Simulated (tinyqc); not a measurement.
## Composition from the perpendicular lattice constant

Inverse problem. The layer is x parts of the first compound and 1 - x of the second, grown coherently on the third as substrate and barrier. Rows of the table: lattice constant a, average valence level Ea on an absolute scale, spin-orbit splitting so, gaps at Gamma, X and L, hydrostatic deformation potentials av and ac (Gamma), shear potential b, elastic constants, electron and heavy-hole (along z) masses. All are interpolated linearly in x; gaps get -C x (1 - x), taken wholly in the conduction band; real line-ups can differ from this model by 0.1 eV or more. In-plane strain e = (a_substrate - a)/a, e_z = -2 (c12/c11) e, volume change 2 e + e_z. X-ray diffraction gives a_z = a (1 + e_z) of the coherent layer. Find x, e and the relaxed Gamma gap.

Parameters, values chosen for the exercise: bowing of the Gamma gap CG = 1.43 eV; bowing of the X gap CX = 1.2 eV; bowing of the L gap CL = 1.2 eV.

Binary compounds, values chosen for the exercise:
```
              close to GaSb  close to GaAs  close to InP
a (angstrom)          6.096          5.653         5.869
Ea (eV)               -6.25          -6.92         -7.04
so (eV)               0.764          0.336         0.111
EG (eV)               0.733            1.4          1.36
EX (eV)                1.04           1.88          2.21
EL (eV)               0.801            1.7          1.92
av (eV)               0.781           1.17          1.29
ac (eV)               -6.89          -7.16         -5.02
b (eV)                -2.02          -1.68         -1.72
c11 (GPa)              89.7            121           101
c12 (GPa)              40.6           53.6          55.8
me (m0)              0.0385          0.068          0.08
mh (m0)               0.251          0.347         0.528
```

lattice constant along the growth direction = 5.99707989 angstrom

Answer. a_z changes steadily with x, about (1 + 2 c12/c11) times as fast as the relaxed lattice constant, so one composition matches.

x = 0.640
e = -1.14 %
relaxed Gamma gap = 0.644 eV

Computed by the program tinyqc: `OMP_NUM_THREADS=1 python tinyqc.py 2690069 2690070 out.jsonl`, one thread of a shared Intel Xeon 2.30GHz, about 0.01 s for the whole run.
